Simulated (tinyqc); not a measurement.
# Vacuum evaporation: vapour pressure, source flux, thickness distribution, purity and step coverage, step by step

A worked calculation. Computed by tinyqc, a small Python program that keeps every step. Command: `OMP_NUM_THREADS=1 python tinyqc.py 3110347 3110348 out.jsonl evap walk`. One thread of a shared host (Intel(R) Xeon(R) Processor @ 2.30GHz), about 0.01 s of CPU time with the checks. Intermediate numbers are printed to about 7 digits and carried at full precision; extremes and crossings named in words are read from the listed rows.

Molecular flow, unit sticking of the metal, no re-evaporation. The background gas is taken as water vapour (18.015 g/mol, collision diameter 0.37 nm) at 300 K.

Inputs (values chosen for the exercise, modelled on nickel, with constants for the liquid): molar mass M = 58.69 g/mol; film density rho = 8.9 g/cm^3; vapour-pressure constant A = 11.68; vapour-pressure constant B = 20840 K; source temperature T = 1780 K; source area = 1.1 cm^2; directionality n = 1; source-to-wafer distance h = 54 cm; wafer radius R = 5 cm; source offset from the axis s/h = 0.88; background pressure p = 0.0005 Pa; sticking of background gas = 0.5; aspect ratio of a trench = 2.2.

Constants: u = 1.6605390666e-27 kg; k_B = 1.380649e-23 J/K; R = 8.314462618 J/(mol K).

## Vapour pressure and flux

log10(p_v/Pa) = A - B/T; flux from the surface Phi = p_v/sqrt(2 pi m k_B T), m = M u. Mass loss = Phi x area x m; heat of evaporation = ln(10) R B; d ln Phi/dT = ln(10) B/T^2 - 1/(2 T).

vapour pressure p_v = 0.9378531 Pa

flux Phi = 7.645161e+17 1/(cm^2 s)

mass loss = 0.2950496 g/h

heat of evaporation = 398.9768 kJ/mol

change of flux per kelvin = 1.486424 %/K

Holding the rate to 1 % needs the temperature to about 0.67 K.

## Rate and uniformity on a fixed wafer above the source

A small source emits (n + 1) Phi area cos^n(phi)/(2 pi) per solid angle; on a parallel plane at height h and lateral distance l the arrival rate is (n + 1) Phi area/(2 pi h^2) x (1 + (l/h)^2)^(-(n + 3)/2). Growth rate = arrival rate x m/rho, m = M u. The wafer is fixed and centred above the source.

arrival rate at the centre = 9.179984e+13 1/(cm^2 s)

growth rate at the centre = 0.01005229 nm/s

edge over centre = 0.9830712

non-uniformity (max - min)/(max + min) = 0.8536638 %

share of the material that lands on the wafer, 1 - (1 + (R/h)^2)^(-(n + 1)/2) = 0.8500510 %

## Offset source and rotation

Rotating wafer, source offset by s and facing upwards: thickness at radius r is the mean over the angle a of (1 + (r^2 + s^2 - 2 r s cos a)/h^2)^(-(n + 3)/2), by 360 equal steps; non-uniformity (max - min)/(max + min) over 21 radii from 0 to R.

centre thickness relative to an axial source = 0.3176120

edge over centre, rotating = 1.002948

non-uniformity, rotating = 0.1471648 %

## Choosing the offset

The curvature at the centre vanishes at s/h = sqrt(2/(n + 3)).

Against the offset:
```
s/h  centre thickness  edge over centre  non-uniformity (%)
0.0          1.000000          0.983071           0.8536638
0.2          0.924556          0.985558           0.7273438
0.4          0.743163          0.991350           0.4344002
0.5          0.640000          0.994485           0.2764913
0.6          0.540657          0.997355           0.1324247
0.7          0.450430          0.999791           0.0104410
0.8          0.371802          1.001736           0.0867244
0.9          0.305241          1.003206           0.1600476
1.1          0.204746          1.004968           0.2477772
```

The best row, s/h = 0.7, has 0.010 % against 0.85 % on the axis, at the price of a rate lower by a factor 2.22; the small-wafer optimum is sqrt(2/(n + 3)) = 0.71.

## Scattering and purity

Mean free path lambda = k_B T_g/(sqrt2 pi d^2 p); unscattered share exp(-h/lambda); gas arrival p/sqrt(2 pi m_g k_B T_g); impurity ratio = sticking x gas arrival/metal arrival; monolayer time = 1e15 cm^-2/(sticking x gas arrival).

mean free path = 13.61966 m

unscattered share = 0.9611271

gas arrival rate = 1.791992e+15 1/(cm^2 s)

impurity ratio = 9.760323

monolayer time = 1.116076 s

The gas that sticks amounts to more than a tenth of the metal, although few metal atoms scatter on the way: purity, not the free path, sets the vacuum needed. Caution: more gas than metal sticks, so a compound rather than a metal film would grow.

## A trench at the wafer edge

Fixed wafer, axial point source, trench running tangentially at r = R: the beam arrives at tan(a) = R/h. Shadowed share of the floor = aspect ratio x tan(a) (at most 1); the wall facing the source grows at tan(a) times the field rate, the other wall not at all.

angle a = 5.290081 degrees

shadowed share of the floor = 0.2037037

wall over field thickness = 0.09259259

Checks made by the program: share on the wafer by quadrature (relative difference 5e-10).
